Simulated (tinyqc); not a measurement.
n-type polysilicon, carrier trapping at grain boundaries: one step of the calculation.

One-dimensional grains of size Lg, uniform ionised doping N, monovalent traps Qt at each boundary at a depth Et below (for electrons) or above (for holes) the band edge there, abrupt depletion of width W on each side of a boundary, Boltzmann statistics. xi is the distance from the band edge at the grain centre to the Fermi level. Trapped charge Qt/(1 + exp((xi + VB - Et)/Vt)) = 2 N W, barrier VB = q N W^2/(2 eps0 eps_r).

Task. Resistivity and effective mobility. n0 = NB exp(-xi/Vt); mean density n0 (1 - 2 W/Lg) by charge balance in a partly depleted grain, and n0 (sqrt(pi)/2) erf(u)/u with u = sqrt(VB/Vt) in a fully depleted one; v = sqrt(kB T/(2 pi ms m0)); barrier resistivity Vt exp(VB/Vt)/(q fe n0 v Lg); grain resistivity (1 - 2 W/Lg)/(q n0 mug); effective mobility 1/(q mean density total resistivity).

Inputs (values chosen for the exercise); values of the order met in polycrystalline silicon:
- T = 400 K (temperature)
- NB = 4.31e19 cm^-3 (conduction-band density of states at T)
- Lg = 41 nm (grain size)
- ms = 0.34 m0 (mass for thermionic emission)
- fe = 0.5 (correction factor of the emission rate)
- mug = 43 cm^2/(V s) (mobility inside the grains)

Constants: q = 1.602176634e-19 C, kB = 1.380649e-23 J/K, m0 = 9.1093837015e-31 kg, Vt = kB T/q. Results are converted to the units shown.

W = 10.485888 nm
xi = 0.11575002 V
VB = 0.12754032 V

Give: n0; mean density; v; barrier resistivity; grain resistivity; resistivity; effective mobility.

Result.

n0 = 1.500e18 cm^-3
mean density = 7.327e17 cm^-3
v = 5.327e6 cm/s
barrier resistivity = 0.5313 ohm cm
grain resistivity = 0.04727 ohm cm
resistivity = 0.5785 ohm cm
effective mobility = 14.72 cm^2/(V s)

The resistivity is 5.98 times that of a single crystal with the same N and mobility mug, and the mean density is 48.8 % of N.

tinyqc, about 0.01 s, one thread, Intel Xeon 2.30GHz (shared host): `OMP_NUM_THREADS=1 python tinyqc.py 2830133 2830134 out.jsonl`
